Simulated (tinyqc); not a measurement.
# Inputs raised by 10 %, one at a time

Model: solid solubility of a dopant against its melt (retrograde solidus), clustering and the electrically active fraction. Computed by tinyqc, a small Python program. Command: `OMP_NUM_THREADS=1 python tinyqc.py 3027046 3027047 out.jsonl retro sens`. One thread of a shared host (Intel(R) Xeon(R) Processor @ 2.30GHz), about 0.02 s of CPU time with the checks.

Inputs (values chosen for the exercise, of the order of those of gold in silicon for the solubility):

| quantity | value | unit |
|---|---|---|
| melting point of the host T_m | 1687 | K |
| heat of melting of the host H_f | 50.2 | kJ/mol |
| interaction L of the melt | -17 | kJ/mol |
| enthalpy of transfer from melt to solid H | 1.7 | eV |
| entropy of transfer S | 2.32 | k_B |
| site density N0 | 5e+22 | 1/cm^3 |
| temperature T | 1420 | K |
| total dopant density N_t | 3.1e+20 | 1/cm^3 |
| atoms per cluster m | 2 | - |
| cluster scale N* at 1273 K | 1.7e+20 | 1/cm^3 |
| activation energy E_b of the cluster scale | 0.37 | eV |
| anneal temperature T_a | 950 | K |
| mobility mu | 40 | cm^2/(V s) |

Clustering: clusters of m atoms, electrons left out.

Constants: R = 8.314462618 J/(mol K); k_B = 8.617333262e-05 eV/K; e = 1.602176634e-19 C; N_A = 6.02214076e+23 1/mol.

Method:
- x_l and x_s are atom fractions of the dopant in melt and solid; the solid is dilute. Liquidus of the host: R T ln(1 - x_l) + L x_l^2 = -H_f (1 - T/T_m). Distribution: k = x_s/x_l = exp[L (1 - x_l)^2/(R T)] exp(S/k_B - H/(k_B T)), the first factor being the activity coefficient in the melt. Solubility = x_s N0; at T_m x_l = 0.
- The largest x_s N0 between 900 K and T_m. For an ideal melt with constant heats the maximum has x_l = H_f/(H + H_f), H in the same units.
- A highly soluble donor (another dopant than that of the solidus) is limited by clustering. Donors N_a are active, and clusters hold m atoms each: N_t = N_a + m C, m C = N* (N_a/N*)^m, with N*(T) = N*(1273 K) exp[-(E_b/k_B)(1/T - 1/1273)]. Resistivity = 1/(e mu N_a).

Runs:

| input moved | from | to | distribution coefficient k | temperature of the maximum (K) | largest solubility (1/cm^3) | resistivity (milliohm cm) |
|---|---|---|---|---|---|---|
| base run | - | - | 5.369e-06 | 1551 | 1.510e+17 | 1.484 |
| interaction L of the melt (kJ/mol) | -17 | -18.7 | 5.002e-06 | 1550 | 1.363e+17 | 1.484 |
| enthalpy of transfer from melt to solid H (eV) | 1.7 | 1.87 | 1.338e-06 | 1562 | 4.254e+16 | 1.484 |
| entropy of transfer S (k_B) | 2.32 | 2.552 | 6.771e-06 | 1551 | 1.905e+17 | 1.484 |
| heat of melting of the host H_f (kJ/mol) | 50.2 | 55.22 | 5.606e-06 | 1551 | 1.679e+17 | 1.484 |
| total dopant density N_t (1/cm^3) | 3.1e+20 | 3.41e+20 | 5.369e-06 | 1551 | 1.510e+17 | 1.401 |
| cluster scale N* at 1273 K (1/cm^3) | 1.7e+20 | 1.87e+20 | 5.369e-06 | 1551 | 1.510e+17 | 1.429 |
| anneal temperature T_a (K) | 950 | 1045 | 5.369e-06 | 1551 | 1.510e+17 | 1.265 |

Exponents ln(y'/y) / ln(x'/x):

| input | distribution coefficient k | temperature of the maximum | largest solubility | resistivity |
|---|---|---|---|---|
| interaction L of the melt | -0.743 | -0.011 | -1.079 | 0.000 |
| enthalpy of transfer from melt to solid H | -14.576 | 0.076 | -13.295 | 0.000 |
| entropy of transfer S | 2.434 | 0.000 | 2.434 | 0.000 |
| heat of melting of the host H_f | 0.453 | -0.003 | 1.108 | 0.000 |
| total dopant density N_t | 0.000 | 0.000 | 0.000 | -0.600 |
| cluster scale N* at 1273 K | 0.000 | 0.000 | 0.000 | -0.395 |
| anneal temperature T_a | 0.000 | 0.000 | 0.000 | -1.669 |

Among the inputs moved here: distribution coefficient k answers most in size to enthalpy of transfer from melt to solid H (exponent -14.576), next to entropy of transfer S (+2.434); its exponent is below 0.0005 for total dopant density N_t, cluster scale N* at 1273 K, anneal temperature T_a. Temperature of the maximum answers most in size to enthalpy of transfer from melt to solid H (exponent +0.076), next to interaction L of the melt (-0.011); its exponent is below 0.0005 for entropy of transfer S, total dopant density N_t, cluster scale N* at 1273 K, anneal temperature T_a. Its exponent 0.000 in entropy of transfer S: a constant factor does not move the maximum. Largest solubility answers most in size to enthalpy of transfer from melt to solid H (exponent -13.295), next to entropy of transfer S (+2.434); its exponent is below 0.0005 for total dopant density N_t, cluster scale N* at 1273 K, anneal temperature T_a. Resistivity answers most in size to anneal temperature T_a (exponent -1.669), next to total dopant density N_t (-0.600); its exponent is below 0.0005 for interaction L of the melt, enthalpy of transfer from melt to solid H, entropy of transfer S, heat of melting of the host H_f.

Caution (all rows): this clustering law is a generic form; degeneracy and a doping-dependent mobility are left out.

Extremes, crossings and ranges named in words are read from the listed rows.
